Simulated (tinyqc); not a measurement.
What moves the results: thin (001) film in sp3s* tight binding with raised dangling bonds. A value that a table varies takes the place of the one given here.

Planes alternate anion (a), cation (c) along [001], a/4 apart, starting with an anion; zero in-plane momentum; levels counted from the bulk Ev, the lower root of [[Epa, Vxx], [Vxx, Epc]]; no spin-orbit coupling. Block of s, pz, s*: from an anion to the cation above, Vss/2 (s,s), Vsapc/2 (s,z), -Vscpa/2 (z,s), Vxx/2 (z,z), Vxapc/2 (s*,z), -Vpaxc/2 (z,s*); to the cation below the same with the s-z and s*-z signs reversed. Block of u = (px + py)/sqrt2 and v = (px - py)/sqrt2: to the cation above (Vxx + Vxy)/2 for u and (Vxx - Vxy)/2 for v, to the cation below the reverse. Each surface atom has two dangling sp3 hybrids; raising both by dl adds (dl/2) [[1, t], [t, 1]] to its s, pz levels (t = -1 at the bottom face, +1 at the top) and dl to the one of u, v in whose plane the missing bonds lie (v for a bottom anion or a top cation, u for a top anion).

Parameters, chosen for this exercise (near a published set for Si, fitted to gaps, whose masses and valley positions are rough; not measured data): p = (-4.213, 1.721, -4.213, 1.721, 6.664, 6.664, -8.302, 1.718, 4.568, 5.733, 5.733, 5.369, 5.369) eV (order Esa, Epa, Esc, Epc, Exa, Exc, Vss, Vxx, Vxy, Vsapc, Vscpa, Vxapc, Vpaxc); Nw = 28 (planes in the thicker film); a = 5.426 angstrom (lattice constant); dp = 30 eV (value of dl for the passivated films); Ns = (6, 7, 17, 21, 27, 31, 42, 66) (numbers of planes); N0 = 24 (first number of planes).

## States in the gap of a film

edges (eV): Gamma 3.43600, Delta 1.16805

Levels between 0 and the lower bulk edge, the largest weight on the two outer planes of both faces among them, and the nearest levels outside, for several shifts dl.

Film of Nw planes:

| dl (eV) | levels in the gap | at (eV) | surface weight | next above (eV) | next below (eV) |
|---|---|---|---|---|---|
| 0 | 2 | 0.273, 0.293 | 0.70 | 1.2014 | -0.0506 |
| 1 | 2 | 0.741, 0.744 | 0.81 | 1.2033 | -0.0506 |
| 2 | 1 | 1.166 | 0.35 | 1.1702 | -0.0506 |
| 3 | 0 | - | - | 1.1960 | -0.0506 |
| 5 | 0 | - | - | 1.1984 | -0.0506 |
| 10 | 0 | - | - | 1.1991 | -0.0506 |
| 30 | 0 | - | - | 1.1994 | -0.0506 |
| 100 | 0 | - | - | 1.1995 | -0.0506 |

Can the levels of the bare film be read as confined subbands?

No: with bare surfaces (dl = 0) 2 levels lie in the bulk gap, with up to 70 % of the weight on the four outer planes, two a face, where an even spread gives 14 %; these are dangling-bond states, not subbands. The reruns show the bulk gap clear from dl = 3 eV on, and at dl = 30 eV the next level above lies -0.1 meV from its value at 100 eV.

## Gap against thickness

Passivated films (finite dp, so levels can still be some meV from their limit), thickness N a/4. Highest level below mid-gap (either block) and the two lowest above it. The exponents are -d ln(shift)/d ln N between the sixth and the last film, for the valence level and for the mean of the two conduction levels.

Levels (eV):

| N | thickness (angstrom) | Ev1 | Ec1 | Ec2 | gap |
|---|---|---|---|---|---|
| 6 | 8.14 | -0.5075 | 1.6258 | 1.8113 | 2.1333 |
| 7 | 9.50 | -0.5190 | 1.5785 | 1.5912 | 2.0975 |
| 17 | 23.06 | -0.1308 | 1.2472 | 1.2584 | 1.3780 |
| 21 | 28.49 | -0.0909 | 1.2239 | 1.2255 | 1.3148 |
| 27 | 36.63 | -0.0581 | 1.2019 | 1.2043 | 1.2600 |
| 31 | 42.05 | -0.0452 | 1.1941 | 1.1957 | 1.2393 |
| 42 | 56.97 | -0.0245 | 1.1826 | 1.1832 | 1.2071 |
| 66 | 89.53 | -0.0106 | 1.1741 | 1.1743 | 1.1846 |

exponents: valence 1.92, conduction 1.96

How do the results move?

The gap is 2.133 eV at 8.1 angstrom and 1.185 eV at 89.5, against 1.168 eV in the bulk along this line. At 21 planes the conduction side gives 56 meV of the widening and the valence side 91 meV. A hard-walled parabolic band has exponent 2; departures come from the offset between N a/4 and the effective width, from non-parabolicity and from the termination (odd and even N end differently: in the direction of the bond rows at the two faces and, in a compound, in the kind of atom), which also makes single steps in N uneven. Ec1 and Ec2 are the doublet of the two Delta valleys along the normal.

## Valley splitting plane by plane

kz of the minimum = 0.73179 2 pi/a

Ten passivated films from N0 planes on; the phase is N pi k0/2 modulo pi, k0 the position of the bulk minimum.

Lowest doublet:

| N | phase/pi | mean shift (meV) | splitting (meV) |
|---|---|---|---|
| 24 | 0.781 | 43.94 | 2.344 |
| 25 | 0.147 | 40.68 | 3.957 |
| 26 | 0.513 | 37.67 | 1.029 |
| 27 | 0.879 | 35.06 | 2.410 |
| 28 | 0.245 | 32.70 | 2.609 |
| 29 | 0.611 | 30.52 | 0.030 |
| 30 | 0.977 | 28.62 | 2.159 |
| 31 | 0.343 | 26.85 | 1.582 |
| 32 | 0.709 | 25.23 | 0.608 |
| 33 | 0.074 | 23.79 | 1.775 |

What can be read from the table?

The splitting ranges from 0.03 meV (N = 29) to 3.96 meV (N = 25), while the mean shift goes from 44 to 24 meV and falls steadily. The splitting changes direction 6 times in these ten films, and one plane more changes it by up to 2.93 meV: it hangs on the phase between the two faces, which is why atomic steps matter.

## What each change does

A film of Nw planes with shift dp: highest level below mid-gap (half the lower bulk edge) and the two lowest above. Each row changes one parameter from the base and keeps the others.

Results:

| case | Ev1 (eV) | Ec1 (eV) | Ec2 (eV) |
|---|---|---|---|
| base | -0.0506 | 1.1994 | 1.2021 |
| Nw = 32 | -0.0400 | 1.1930 | 1.1936 |
| dp = 15 eV | -0.0506 | 1.1993 | 1.2020 |

What does this show?

The largest shifts from the base row, up to three for each result and ties (the steps differ in size, so this ranks the rows, not the parameters). Ev1 (eV): Nw +0.0106; unchanged at the printed digits by dp. Ec1 (eV): Nw -0.0065, dp -0.0002. Ec2 (eV): Nw -0.0085, dp -0.0001. An odd change of Nw also changes which atoms end the film, so levels need not move as thickness alone would move them; the row for dp shows how far the passivation is from converged.

Computed by tinyqc, a small Python program: `OMP_NUM_THREADS=1 python tinyqc.py 1481076 1481077 out.jsonl` (the numbers bound the seed that draws the inputs); one thread of a shared host (Intel(R) Xeon(R) Processor @ 2.30GHz), about 0.4 s for the whole set of steps.
